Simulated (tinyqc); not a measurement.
Worked calculation: deep level with several charge states, and Shockley-Read-Hall recombination. Values are carried at full precision from step to step, so a last printed digit may differ when a step is redone from the rounded ones.

Energies from Ev. The defect has charge states +1, 0, -1 with weights 1, gm exp((EF - E1)/kT), exp((2 EF - E1 - E2)/kT); the shares are the weights over their sum. Boltzmann carriers: n = Nc exp((EF - Eg)/kT), p = Nv exp(-EF/kT). Neutrality: p - n + Nd + Nt <q> = 0.

Constants: kB = 8.617333262e-05 eV/K.

Parameters, chosen for this exercise (gap and densities of states near those of InP at this temperature; shifted at random, so the results belong to these values and not to a real crystal):
- Eg = 1.371 eV (gap)
- Nc = 5.2e+17 1/cm^3 (conduction-band density of states)
- Nv = 1.22e+19 1/cm^3 (valence-band density of states)
- T = 300 K
- E1 = 0.577 eV (level (+1/0) above Ev)
- E2 = 0.772 eV (level (0/-1) above Ev)
- gm = 2 (degeneracy of the middle state, the others 1)
- Nt = 3e+15 1/cm^3 (defects)
- Nd = -3.9e+15 1/cm^3 (ionised shallow donors minus acceptors)
- E_try = 0.383 eV (trial Fermi level)
- Et = 0.577 eV (recombination level above Ev)
- sn = 3.5e-14 cm^2 (electron capture cross-section)
- sp_ = 1.1e-14 cm^2 (hole capture cross-section)
- vth = 23000000 cm/s (thermal velocity, both carriers)
- Nm = 5.6e+16 1/cm^3 (equilibrium holes for the lifetime steps)
- dn = 1.2e+12 1/cm^3 (excess pairs)

## Charge states at a trial Fermi level

Form the exponents, the shares, the mean charge and the residual of neutrality at EF = E_try.

exponents of the second and third weights: -7.504  -22.551

shares: +1 0.9989, 0 0.0011, -1 0.0000

<q> = 0.9989

n, p (1/cm^3): 13.1  4.49e+12

residual = -8.99e+14 1/cm^3

The residual is negative, so EF must fall.

## The neutral state

Solve for EF.

EF = 0.2460 eV

shares at EF: +1 1.000, 0 0.000, -1 0.000

n = 0.0655 1/cm^3
p = 9.00e+14 1/cm^3

Without the defects the majority density would be 3.90e+15 1/cm^3; with them the density of these carriers is 9.00e+14, so they compensate part of the doping. Most defects are in the state +1.

## Recombination through one level

One level at Et with degeneracy 1: tn = 1/(sn vth Nt), tp = 1/(sp_ vth Nt), n1 = Nc exp((Et - Eg)/kT), p1 = Nv exp(-Et/kT), ni^2 = n1 p1. Equilibrium p0 = Nm, n0 = ni^2/Nm; n = n0 + dn, p = p0 + dn. U = (n p - ni^2)/(tp (n + n1) + tn (p + p1)), lifetime dn/U; emission rates en = sn vth n1, ep = sp_ vth p1.

Evaluate each quantity.

tn, tp (microsecond): 0.0004141  0.001318

n1, p1 (1/cm^3): 2.38e+04  2.47e+09

U = 2.90e+21 1/(cm^3 s)
lifetime = 0.000414 microsecond

The lifetime is 1.000 times the minority capture time tn and 0.239 times tn + tp, the limit of high injection.

## Emission and generation in a depleted region

With n = p = 0 the level generates pairs at G = Nt en ep/(en + ep); generation lifetime tg = ni/G; current density e G W for a width W = 1 micrometre, e = 1.602176634e-19 C.

en, ep (1/s): 0.0192  626

G = 5.76e+13 1/(cm^3 s)
tg = 0.133 microsecond
current density = 9.23e-10 A/cm^2

The slower step, electron emission, limits the rate: en/ep = 3.07e-05.

## Checks

- U against hole capture minus emission at the steady occupation of the level (1/(cm^3 s)): both 2.898e+21.

Run: tinyqc, `OMP_NUM_THREADS=1 python tinyqc.py 1681253 1681254 out.jsonl`; Intel(R) Xeon(R) Processor @ 2.30GHz, one thread, shared host; about 0.01 s of CPU time with all checks.
